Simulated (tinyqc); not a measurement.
Inside a calculation. Method: Hueckel theory of the pi electrons with the omega technique, for the molecule BC=CC(=C)C=CF (SMILES; centres numbered as the heavy atoms are written). One step of it, computed by the program tinyqc.

Question. Orbitals, round 1. Diagonalise; E = alpha + x beta with beta < 0, so the largest x are filled first; degenerate levels share their electrons. P = sum n_i c_ri c_si; each orbital has its largest coefficient positive (the first on a tie).

Hueckel matrix in units of beta (H = alpha + beta A), lower triangle:
```
           1B        2C        3C        4C        5C        6C        7C        8F
1B  -1.000000
2C   0.700000  0.000000
3C   0.000000  1.000000  0.000000
4C   0.000000  0.000000  1.000000  0.000000
5C   0.000000  0.000000  0.000000  1.000000  0.000000
6C   0.000000  0.000000  0.000000  1.000000  0.000000  0.000000
7C   0.000000  0.000000  0.000000  0.000000  0.000000  1.000000  0.000000
8F   0.000000  0.000000  0.000000  0.000000  0.000000  0.000000  0.700000  3.000000
```

pi electrons, sum of z_r less the charge = 8

Give: x values; occupations; coefficients; charge and bond-order matrix P.

Answer.

x values: 3.1741  1.9236  1.0271  0.5237  -0.3745  -0.8552  -1.4450  -1.9738

occupations: 2.0000  2.0000  2.0000  2.0000  0.0000  0.0000  0.0000  0.0000

coefficients:
```
       MO1      MO2      MO3      MO4      MO5      MO6      MO7      MO8
1B  0.0007   0.0630   0.2035  -0.1597   0.4349  -0.4172   0.7187  -0.2221
2C  0.0040   0.2630   0.5892  -0.3477   0.3886  -0.0863  -0.4570   0.3089
3C  0.0121   0.4619   0.4628  -0.0703  -0.4500   0.3658   0.1572  -0.4543
4C  0.0345   0.6254  -0.1139   0.3109  -0.2201  -0.2265   0.2298   0.5877
5C  0.0109   0.3251  -0.1109   0.5936   0.5877   0.2649  -0.1590  -0.2978
6C  0.0866   0.4161  -0.4688  -0.3606  -0.0552  -0.4370  -0.3302  -0.4080
7C  0.2403   0.1749  -0.3676  -0.4997   0.2408   0.6003   0.2474   0.2176
8F  0.9661  -0.1137   0.1304   0.1413  -0.0499  -0.1090  -0.0390  -0.0306
```

charge and bond-order matrix P, lower triangle:
```
         1B       2C       3C       4C       5C       6C      7C      8F
1B   0.1418
2C   0.3840   1.0745
3C   0.2690   0.8373   0.8651
4C  -0.0669  -0.0212   0.4294   1.0040
5C  -0.1938  -0.3724   0.1145   0.8018   0.9411
6C  -0.0231  -0.0823   0.0032   0.4091  -0.0516   1.0609
7C   0.0324   0.0082  -0.1026   0.0085  -0.3927   0.8922  0.9463
8F  -0.0051   0.0033   0.0192  -0.0175   0.0858  -0.1515  0.1875  1.9663
```
